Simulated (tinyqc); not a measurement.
Which single mass stands for the valley: donor in an ellipsoidal valley (Kohn-Luttinger variational method). Computed by tinyqc, a small Python program. Command: `OMP_NUM_THREADS=1 python tinyqc.py 3011546 3011547 out.jsonl kohnlutt walk`. One thread of a shared host (Intel(R) Xeon(R) Processor @ 2.30GHz), about 0.03 s of CPU time with the checks.

H = -(d^2/dx^2 + d^2/dy^2) - gamma d^2/dz^2 - 2/r in units built on m_t, with gamma = m_t/m_l and z along the valley axis. One valley; no valley-orbit or central-cell term.

Inputs (values chosen for the exercise, modelled on GaP): transverse mass m_t = 0.249 m_0; longitudinal mass m_l = 1.2 m_0; dielectric constant eps = 10.9.

Constants: Ry = 13.605693123 eV; a_0 = 0.529177210903 angstrom.

Method:
- Ry* = Ry m_t/eps^2, a* = a_0 eps/m_t, gamma = m_t/m_l.
- Trial function exp(-sqrt((x^2 + y^2)/a^2 + z^2/b^2)) with beta = b/a < 1: E = t/a^2 - u/a, t = (2 + gamma/beta^2)/3, u = 2 arcsin(sqrt(1 - beta^2))/sqrt(1 - beta^2); the best a is 2 t/u and E(beta) = -u^2/(4 t).
- Golden-section search on beta from 0.05 to 0.999, 60 steps.
- Gaussian basis: g = P exp(-al (x^2 + y^2) - be z^2) with P = 1 (s-like), z (2p0) or x (2p+-); al = 0.004 x 2.6^k, k = 0..11, and be/al = 1, gamma^(-1/2) or 1/gamma (36 functions); 1/r = (2/sqrt(pi)) int exp(-t^2 r^2) dt by 48 Gauss-Legendre points after t = sqrt(al_i + al_j) tan(theta); overlap eigenvalues below 1e-10 are dropped.
- A hydrogenic level is Ry m/eps^2 for one mass m; errors are against the Gaussian basis.

gamma = 0.2075

1s binding energy, Gaussian basis = 44.7147 meV

1s binding energy, trial function = 44.6545 meV

1s binding energy:
```
rule                                      mass (m_0)  binding (meV)  error (%)
transverse mass                               0.2490          28.51     -36.23
conductivity mass 3/(2/m_t + 1/m_l)           0.3384          38.75     -13.34
density-of-states mass (m_t^2 m_l)^(1/3)      0.4206          48.16       7.72
longitudinal mass                             1.2000         137.42     207.33
trial function with a and b                        -          44.65      -0.13
mass that fits 1s                             0.3905          44.71       0.00
```

The conductivity mass, which is what a spherical trial function (a = b) gives, falls short by 13.3 %, as a restricted variational bound must; the density-of-states mass is off by +7.7 %. The mass that fits lies between the two.

Extremes, crossings and ranges named in words are read from the listed rows.
